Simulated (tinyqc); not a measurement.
One-diode model of a solar cell: one step of the calculation.

J is the current delivered and Vj = V + J Rs the junction voltage. J = X JL - J01 (exp(Vj/(n1 Vt)) - 1) - Vj/Rp. The photocurrent does not depend on voltage.

Problem. Figures of merit. Jsc at V = 0, Voc at J = 0, the maximum power point where J (1 + 2 Rs G) = G Vj with G = -dJ/dVj; FF = Vmp Jmp/(Voc Jsc); efficiency Vmp Jmp/(X Pin). Empirical fill factor without parasitics FF0 = (v - ln(v + 0.72))/(v + 1), v = Voc/(n1 Vt).

Values chosen for this exercise; values of the order met in cells of germanium:

| symbol | value | unit | meaning |
|---|---|---|---|
| T | 298.15 | K | temperature |
| JL | 47.1 | mA/cm^2 | photocurrent at one sun |
| X | 50 | suns | concentration |
| J01 | 2.5e-5 | A/cm^2 | saturation current of the diode |
| n1 | 1.11 |  | ideality factor of the diode |
| Rs | 0.01 | ohm cm^2 | series resistance |
| Rp | 100 | ohm cm^2 | shunt resistance |
| Pin | 100 | mW/cm^2 | incident power at one sun |

Constants: q = 1.602176634e-19 C, kB = 1.380649e-23 J/K, Vt = kB T/q. Results are converted to the units shown.

Find: Jsc; Voc; Vmp; Jmp; FF; efficiency; FF0.

Solution.

Jsc = 2355 mA/cm^2
Voc = 0.3266 V
Vmp = 0.2437 V
Jmp = 2086 mA/cm^2
FF = 0.6608
efficiency = 10.16 %
FF0 = 0.7190

FF is 8.1 % below FF0. Removing one loss at a time changes the efficiency by: series resistance +0.89, shunt +0.01 points.

tinyqc, about 0.01 s, one thread, Intel Xeon 2.30GHz (shared host): `OMP_NUM_THREADS=1 python tinyqc.py 2280012 2280013 out.jsonl`
